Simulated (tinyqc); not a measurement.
Inside a calculation. Method: RKS/PBE0 in the sto-3g basis, for H3+, spin multiplicity 1. One step of it, computed by the program tinyqc.

Task: Orthogonalisation. S = U s U^T; symmetric (Loewdin) form X = U s^(-1/2) U^T, so that X^T S X = 1.

overlap S, lower triangle:
```
          1H 1s     2H 1s     3H 1s
1H 1s  1.000000
2H 1s  0.225041  1.000000
3H 1s  0.187766  0.187898  1.000000
```

Give: eigenvalues of S; X.

Result:

eigenvalues of S: 0.7750  0.8240  1.4010

X, lower triangle:
```
         1H 1s    2H 1s   3H 1s
1H 1s   1.0295
2H 1s  -0.1064   1.0296
3H 1s  -0.0835  -0.0836  1.0233
```
